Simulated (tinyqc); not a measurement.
Undoped gate-all-around wire MOSFET, analytic charge model: course of the iteration: charge at the source by substitution.

An undoped round wire of radius R under an insulator shell and a surrounding gate; long channel, electrons only, n = ni exp((psi - V)/Vt) with V the quasi-Fermi potential (0 at the source, Vd at the drain), constant mobility, no quantisation. The radial Poisson equation gives n(r) = n(0)/(1 - (1 - b) r^2/R^2)^2 with b = Q0/(Q + Q0). Q is the electron charge per area of the wire surface.

With V = 0: u = Vg - V0 - Q/Cox, then Q(new) = (Q0/2)[sqrt(1 + 4 exp(u/Vt)) - 1], the root of Vt ln[(Q/Q0)(1 + Q/Q0)] = u.

Stop when Q changes by less than 1e-8 nC/cm^2, or after 30 iterations.

Values chosen for this exercise:
```
symbol  value  unit       meaning
T         300     K   temperature
Vg       0.58     V  gate voltage
```

Constants: q = 1.602176634e-19 C, kB = 1.380649e-23 J/K, Vt = kB T/q. Results are converted to the units shown.

Q at the start = 0 nC/cm^2
Cox = 3.10406 uF/cm^2
Q0 = 107.124 nC/cm^2
V0 = 0.572178 V

Course of the iteration:
```
iteration	Q (nC/cm^2)	|change| (nC/cm^2)
1	82.0812	82.1
2	38.3779	43.7
3	58.2213	19.8
4	48.3522	9.87
5	53.0697	4.72
6	50.7690	2.30
7	51.8804	1.11
8	51.3410	0.539
9	51.6022	0.261
...	...	...
22	51.5169	2.12e-5
23	51.5169	1.03e-5
24	51.5169	4.99e-6
25	51.5169	2.42e-6
26	51.5169	1.17e-6
27	51.5169	5.68e-7
28	51.5169	2.75e-7
29	51.5169	1.33e-7
30	51.5169	6.46e-8
```

Did this iteration meet its convergence test, and what does its course show?

No. Not converged within 30 iterations. The value swings about the solution and each change is still 0.48 times the one before. At the solution, 51.52 nC/cm^2, dQ(new)/dQ = -0.485. A rerun with Newton steps on the same equation from Q = 11 nC/cm^2 converges in 6 iterations.

Numbers from tinyqc (`OMP_NUM_THREADS=1 python tinyqc.py 2460119 2460120 out.jsonl`; about 0.03 s on one thread of a shared Intel Xeon 2.30GHz).
